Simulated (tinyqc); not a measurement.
Bias-temperature instability from a Gaussian distribution of capture and emission barriers: one step, computed by the program tinyqc.

Each trap has a capture time tau_0 exp(E_c/(k_B T)) under stress and an emission time tau_0 exp(E_e/(k_B T)) after it. E_c is Gaussian, and E_e = E_c + d with d Gaussian and independent. A trap counts as filled once t_s exceeds its capture time and as emptied once t_r exceeds its emission time.

Question. Recovery. Demarcation energies E_s = k_B T ln(t_s/tau_0), E_r = k_B T ln(t_r/tau_0); mean barrier mu = mu_c - k_F F; z = (E_s - mu)/sigma_c; Phi is the standard normal distribution. Temperatures in kelvin are T(C) + 273.15. Remaining shift dV = V_max int_(-infinity)^(E_s) g(E_c) [1 - Phi((E_r - E_c - delta)/sigma_d)] dE_c, g the Gaussian density of E_c (Gauss-Legendre, 120 points over 7 sigma_c below E_s).

Inputs (values chosen for the exercise, for a model p-channel transistor):
```
quantity,value,unit
shift with all traps filled V_max,69,mV
spread of capture barriers sigma_c,0.31,eV
"mean of E_e - E_c at the stress field, delta",-0.096,eV
"spread of E_e - E_c, sigma_d",0.26,eV
time constant tau_0,3e-09,s
temperature T,25,C
stress time t_s,6,s
recovery time t_r,0.02,s
```

mean barrier mu = 1.4058 eV

shift without recovery dV0 = 0.1994992 mV

Constants: k_B = 8.617333262e-05 eV/K.

Give: E_r; remaining shift dV; remaining share dV/dV0.

Answer.

E_r = 0.4037 eV

remaining shift dV = 0.08797 mV

remaining share dV/dV0 = 0.4410

A measurement delay of t_r hides 56 % of the shift. Caution: part of the filled traps have an emission barrier near or below zero, which means only that they empty at once.
